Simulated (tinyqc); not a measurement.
MP2 on RHF in the sto-3g basis, frozen core, for BeH2, spin multiplicity 1, step by step. One step of it, computed by the program tinyqc.

Question. Second-order Moller-Plesset energy. E2 = sum_ijab (ia|jb) [2 (ia|jb) - (ib|ja)] / (e_i + e_j - e_a - e_b) over occupied i, j and virtual a, b; the opposite-spin part is (ia|jb)^2 / denominator, the rest is same-spin, and SCS-MP2 scales them by 6/5 and 1/3.

orbital energies (hartree): [-4.517671, -0.468090, -0.433298, 0.208417, 0.210154, 0.494311, 1.019351]

Two-electron integrals over orbitals (pq|rs), unique and non-zero (hartree); the lowest 1 orbital is frozen and left out:
```
(22|22) 0.405778    (32|32) 0.165381    (33|22) 0.419009    (33|33) 0.441930
(42|22) 0.006737    (42|33) 0.006026    (42|42) 0.050049    (43|32) 0.005991
(43|43) 0.015615    (44|22) 0.372908    (44|33) 0.361774    (44|42) -0.013221
(44|44) 0.451250    (52|52) 0.050153    (53|53) 0.015263    (54|52) -0.004922
(54|54) 0.024699    (55|22) 0.373749    (55|33) 0.362090    (55|42) -0.003544
(55|44) 0.401174    (55|55) 0.449859    (62|22) -0.027258   (62|33) -0.049930
(62|42) -0.001124   (62|44) 0.046211    (62|55) 0.047615    (62|62) 0.076427
(63|32) -0.095692   (63|43) -0.004883   (63|63) 0.082851    (64|22) 0.002805
(64|33) -0.000798   (64|42) 0.045615    (64|44) -0.004083   (64|55) 0.002689
(64|62) 0.010524    (64|64) 0.049103    (65|52) 0.047351    (65|54) -0.003523
(65|65) 0.050718    (66|22) 0.403649    (66|33) 0.414020    (66|42) 0.014554
(66|44) 0.368940    (66|55) 0.371203    (66|62) -0.036039   (66|64) 0.009458
(66|66) 0.419462    (72|32) -0.046061   (72|43) -0.006296   (72|63) 0.060795
(72|72) 0.056477    (73|22) -0.008699   (73|33) -0.023320   (73|42) -0.009288
(73|44) 0.055704    (73|55) 0.055474    (73|62) 0.070951    (73|64) 0.003039
(73|66) -0.029434   (73|73) 0.081267    (74|32) -0.015846   (74|43) 0.013361
(74|63) 0.009135    (74|72) 0.002174    (74|74) 0.018104    (75|53) 0.013835
(75|75) 0.016341    (76|32) 0.142361    (76|43) 0.006931    (76|63) -0.096153
(76|72) -0.058159   (76|74) -0.013615   (76|76) 0.140106    (77|22) 0.435450
(77|33) 0.454749    (77|42) 0.001080    (77|44) 0.395013    (77|55) 0.394325
(77|62) -0.042216   (77|64) -0.004434   (77|66) 0.441914    (77|73) -0.016011
(77|77) 0.497548
```

Hartree-Fock energy = -15.56048918 hartree

Give: Terms; Pair energies; MP2 correlation energy; SCS-MP2 correlation energy; MP2 total energy.

Answer.

Terms:
```
i  j  a  b    (ia|jb)    (ib|ja)  denominator       term
3  3  6  6      0.083      0.083       -1.855  -3.70e-03
2  2  6  6      0.076      0.076       -1.925  -3.03e-03
3  2  7  6      0.071      0.061       -2.415  -2.38e-03
2  3  6  7      0.071      0.061       -2.415  -2.38e-03
3  3  7  7      0.081      0.081       -2.905  -2.27e-03
2  2  5  5      0.050      0.050       -1.356  -1.85e-03
2  2  4  4      0.050      0.050       -1.353  -1.85e-03
2  3  7  6      0.061      0.071       -2.415  -1.27e-03
3  2  6  7      0.061      0.071       -2.415  -1.27e-03
2  2  7  7      0.056      0.056       -2.975  -1.07e-03
3  3  4  4      0.016      0.016       -1.283  -1.90e-04
3  3  5  5      0.015      0.015       -1.287  -1.81e-04
3  2  7  4     -0.009     -0.006       -2.129  -5.36e-05
2  3  4  7     -0.009     -0.006       -2.129  -5.36e-05
3  3  4  6  -4.88e-03  -4.88e-03       -1.569  -1.52e-05
3  3  6  4  -4.88e-03  -4.88e-03       -1.569  -1.52e-05
2  3  7  4     -0.006     -0.009       -2.129  -9.77e-06
3  2  4  7     -0.006     -0.009       -2.129  -9.77e-06
2  2  4  6  -1.12e-03  -1.12e-03       -1.639  -7.71e-07
2  2  6  4  -1.12e-03  -1.12e-03       -1.639  -7.71e-07
```

Pair energies (hartree; pair i-j sums ij and ji):
```
pair  opposite spin  same spin
2-2          -0.008          0
3-2          -0.007  -9.38e-05
3-3          -0.006          0
```

MP2 correlation energy = -0.02163 hartree

SCS-MP2 correlation energy = -0.02588 hartree

MP2 total energy = -15.58212 hartree
